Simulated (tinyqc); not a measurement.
# Long-channel MOSFET, surface-potential model, step by step

Numbers from tinyqc (`OMP_NUM_THREADS=1 python tinyqc.py 2360083 2360084 out.jsonl`; about 0.05 s on one thread of a shared Intel Xeon 2.30GHz). Printed values are rounded.

n-channel transistor on a uniformly doped p-type body, gradual-channel approximation, constant mobility, Boltzmann statistics, full ionisation. Potentials are counted from the neutral body; V is the electron quasi-Fermi potential, Vsb at the source and Vsb + Vds at the drain. Charges are magnitudes per area.

Inputs (values chosen for the exercise); material values close to those of gallium nitride: temperature T = 293 K; band gap Eg = 3.45 eV; relative permittivity of the semiconductor eps_r = 9.49; conduction-band density of states at T Nc = 2.25e18 cm^-3; valence-band density of states at T Nv = 4.47e19 cm^-3; acceptor density of the body Na = 4.2e15 cm^-3; relative permittivity of the gate insulator eox = 21.6; insulator thickness tox = 160 nm; flat-band voltage Vfb = -2.86 V; channel mobility mu = 140 cm^2/(V s); gate width W = 5 um; gate length L = 5 um; source-body reverse bias Vsb = 0 V; gate-source voltage Vgs = 0.66 V; drain-source voltage Vds = 2 V.

Constants: q = 1.602176634e-19 C, kB = 1.380649e-23 J/K, Vt = kB T/q, eps0 = 8.8541878128e-14 F/cm where lengths are in cm. Results are converted to the units shown.

## Body potential, insulator capacitance and body factor

ni = sqrt(Nc Nv) exp(-Eg/(2 Vt)), Eg in volts; phiF = Vt ln(Na/ni); Cox = eps0 eox/tox; gamma = sqrt(2 q eps0 eps_r Na)/Cox. VT = Vfb + 2 phiF + gamma sqrt(2 phiF + Vsb), m = 1 + gamma/(2 sqrt(2 phiF + Vsb)).

ni = 2.138927e-11 cm^-3
phiF = 1.528612 V
Cox = 0.1195315 uF/cm^2
gamma = 0.2813324 V^0.5
VT = 0.6891312 V
m = 1.080450

## Iteration 1: surface potential at the source by Newton steps

psi at the start (the root without inversion charge) = 3.032160 V

With V = Vsb: G = psi - Vt + Vt e, e = exp((psi - 2 phiF - Vsb)/Vt); f = Vgs + Vsb - Vfb - psi - gamma sqrt(G); f' = -1 - gamma (1 + e)/(2 sqrt(G)); psi(new) = psi - f/f'.

G = 3.016268 V
f = -7.614831e-4 V
f' = -1.111010
psi after iteration 1 = 3.031475 V

## Iteration 2: surface potential at the source by Newton steps

As before.

G = 3.015332 V
f = -2.708361e-7 V
f' = -1.110223
psi after iteration 2 = 3.031474 V

## Course of the iteration: surface potential at the source by Newton steps

Stop when psi changes by less than 1e-10 V, or after 40 iterations.

Course of the iteration:
```
iteration   psi (V)  |change| (V)
1          3.031475       6.85e-4
2          3.031474       2.44e-7
3          3.031474      3.02e-14
```

Converged in 3 iterations. The change falls from 6.9e-4 in the first iteration to below the tolerance in the last.

## Charges and current of the charge-sheet model

psi_0 = 3.031474 V
psi_L = 3.032157 V

psi_0 and psi_L solve Vgs + Vsb - Vfb - psi = gamma sqrt(G) at V = Vsb and Vsb + Vds. Qi = Cox gamma [sqrt(G) - sqrt(psi - Vt)], G = psi - Vt + Vt exp((psi - 2 phiF - V)/Vt), at both ends. With U = Vgs + Vsb - Vfb: drift = mu (W/L) Cox [U (psi_L - psi_0) - (psi_L^2 - psi_0^2)/2 - (2/3) gamma ((psi_L - Vt)^1.5 - (psi_0 - Vt)^1.5)]; diffusion = mu (W/L) Vt (Qi0 - QiL).

Qi0 = 0.08824080 nC/cm^2
QiL = 3.601450e-36 nC/cm^2
drift current = 4.217722e-6 uA
diffusion current = 3.119162e-4 uA
drain current = 3.161340e-4 uA

Drift carries 1.33 % of the current. The drain end is pinched off: its charge is under 1 % of that at the source.

## Inversion charge along the channel

V, point 0 to 10 (V): 0  0.2  0.4  0.6  0.8  1  1.2  1.4  1.6  1.8  2

The surface potential psi at channel potential V solves Vgs + Vsb - Vfb - psi = gamma sqrt(G), G = psi - Vt + Vt exp((psi - 2 phiF - V)/Vt). Charge sheet: Qi = Cox gamma [sqrt(G) - sqrt(psi - Vt)]. Pao-Sah: Qi = (Cox gamma/2) integral from 3 Vt to psi of exp((u - 2 phiF - V)/Vt)/sqrt(G(u, V)) du.

```
point   psi (V)  Qi, charge sheet (nC/cm^2)  Qi, Pao-Sah (nC/cm^2)
0      3.031474                  0.08824080             0.08861599
1      3.032157                 3.292817e-5            3.306819e-5
2      3.032157                 1.195227e-8            1.200310e-8
3      3.032157                4.338392e-12           4.356841e-12
4      3.032157                1.574734e-15           1.581430e-15
5      3.032157                5.715912e-19           5.740219e-19
6      3.032157                2.074741e-22           2.083564e-22
7      3.032157                7.530820e-26           7.562845e-26
8      3.032157                2.733510e-29           2.745134e-29
9      3.032157                9.921996e-33           9.964189e-33
10     3.032157                3.601450e-36           3.616765e-36
```

At the source the charge-sheet charge is 0.42 % below the Pao-Sah one.

## Pao-Sah current by Simpson's rule

I = mu (W/L) integral of Qi dV; Simpson's rule on the 11 points, step Vds/10, weights 1, 4, 2, ..., 4, 1 times step/3.

Pao-Sah current = 8.283173e-4 uA

Gauss-Legendre quadrature on many points gives 3.176e-4 uA, so this value is 2.61 times it; the charge-sheet current, 3.161e-4 uA, is 0.45 % below it.
